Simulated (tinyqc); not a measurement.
Inside a calculation. Model: p-n diode with diffusion and depletion-layer recombination.

Numbers from tinyqc (`OMP_NUM_THREADS=1 python tinyqc.py 2260123 2260124 out.jsonl`; about 0.01 s on one thread of a shared Intel Xeon 2.30GHz). Printed values are rounded.

Abrupt junction in the depletion approximation, low injection, full ionisation, neutral widths fixed, ohmic contact on the p side. Vj is the junction voltage; where a series resistance Rs is given, V = Vj + J Rs is the terminal voltage.

Parameters, values chosen for the exercise; band and dielectric values close to those of gallium arsenide: temperature T = 273 K; band gap Eg = 1.39 eV; relative permittivity eps_r = 13.1; conduction-band density of states at T Nc = 3.81e17 cm^-3; valence-band density of states at T Nv = 7.93e18 cm^-3; acceptor density Na = 2.1e17 cm^-3; donor density Nd = 6e16 cm^-3; electron mobility in the p side mun = 3400 cm^2/(V s); hole mobility in the n side mup = 250 cm^2/(V s); electron lifetime tn = 4e-9 s; hole lifetime tp = 1e-8 s; neutral width of the p side wp = 4 um; neutral width of the n side wn = 0.65 um; recombination velocity at the n contact Sp = 1e7 cm/s; series resistance Rs = 0.0031 ohm cm^2; trap level above the intrinsic level Et = 0 eV; junction voltage at which recombination is evaluated Vj = 0.91 V; terminal voltage V = 1.18 V.

Constants: q = 1.602176634e-19 C, kB = 1.380649e-23 J/K, Vt = kB T/q, eps0 = 8.8541878128e-14 F/cm where lengths are in cm. Results are converted to the units shown.

## Diffusion lengths and saturation currents

ni = sqrt(Nc Nv) exp(-Eg/(2 Vt)), Eg in volts; D = mu Vt; Ln = sqrt(Dn tn), Lp = sqrt(Dp tp); J0n = q ni^2 Dn coth(wp/Ln)/(Ln Na); J0p = (q ni^2 Dp/(Lp Nd)) (s + tanh(wn/Lp))/(1 + s tanh(wn/Lp)), s = Sp Lp/Dp.

ni = 2.56977e5 cm^-3
Ln = 5.65636 um
Lp = 2.42515 um
J0n = 1.17007e-20 A/cm^2
J0p = 1.61961e-20 A/cm^2

wp/Ln = 0.71 and wn/Lp = 0.27; holes carry 58.1 % of the diffusion current.

## Recombination in the depleted layer

ni = sqrt(Nc Nv) exp(-Eg/(2 Vt)), Eg in volts. Vbi = Vt ln(Na Nd/ni^2), W = sqrt(2 eps0 eps_r (Vbi - Vj)(1/Na + 1/Nd)/q), xp = W Nd/(Na + Nd), xn = W Na/(Na + Nd); u(x) = q Na (x + xp)^2/(2 eps0 eps_r) for x < 0 and Vbi - Vj - q Nd (xn - x)^2/(2 eps0 eps_r) for x > 0; p = Na exp(-u/Vt), n = Nd exp((u - Vbi + Vj)/Vt); U = ni^2 (exp(Vj/Vt) - 1)/(tp (n + ni exp(Et/Vt)) + tn (p + ni exp(-Et/Vt))); J_scr = q times the integral of U from -xp to xn. Trapezoid rule on 12 equal steps.

W = 104.370 nm

```
point    x (nm)     u (V)   n (cm^-3)   p (cm^-3)  U (cm^-3 s^-1)
0      -23.1932  0.000000  1.98075e10      2.1e17      4.95188e18
1      -14.4958  0.010971  3.15771e10  1.31728e17      7.89426e18
2       -5.7983  0.043886  1.27937e11  3.25128e16      3.19839e19
3        2.8992  0.097176  1.23244e12  3.37507e15      3.07830e20
4       11.5966  0.150466  1.18724e13  3.50357e14      2.73630e21
5       20.2941  0.197486  8.76140e13  4.74762e13      3.90188e21
6       28.9915  0.238238  4.95301e14  8.39808e12      8.34151e20
7       37.6890  0.272719  2.14500e15  1.93920e12      1.93850e20
8       46.3865  0.300932  7.11620e15  5.84523e11      5.84504e19
9       55.0839  0.322875  1.80855e16  2.29995e11      2.29994e19
10      63.7814  0.338548  3.52108e16  1.18134e11      1.18134e19
11      72.4789  0.347952  5.25149e16  7.92077e10      7.92077e18
12      81.1763  0.351087        6e16  6.93264e10      6.93263e18
```

J_scr = 0.00113165 A/cm^2

With 2000 steps J_scr = 0.001159 A/cm^2; the coarse value is 2.3 % below it. U is largest at x = 20.3 nm among these points; the peak lies where tp n = tn p. On the fine grid U peaks at 5.099e21 cm^-3 s^-1, and J_scr/(q U_max) is 13.6 % of W, the effective width of the recombining zone.

## Starting value

Vj = V/2.

Vj at the start = 0.59 V

## Iteration 1: new Vj

J0 = J0n + J0p = 2.78968e-20 A/cm^2

Diffusion current alone: J = J0 (exp(Vj/Vt) - 1), g = Vj + J Rs - V, g' = 1 + Rs J0 exp(Vj/Vt)/Vt, Vj(new) = Vj - g/g'.

J = 2.17462e-9 A/cm^2
g = -0.590000 V
g' = 1.00000
Vj after iteration 1 = 1.18000 V

## Iteration 2: new Vj

As before.

J = 169.516 A/cm^2
g = 0.525500 V
g' = 23.3376
Vj after iteration 2 = 1.15748 V

## Course of the iteration

Stop when the step is below 1e-10 V, or after 80 iterations.

Course of the iteration:
```
iteration  Vj before the step (V)   step (V)
1                            0.59      0.590
2                         1.18000    -0.0225
3                         1.15748    -0.0187
4                         1.13876    -0.0102
5                         1.12854   -2.14e-3
6                         1.12640   -7.17e-5
7                         1.12633   -7.60e-8
8                         1.12633  -8.55e-14
```

Converged in 8 iterations.
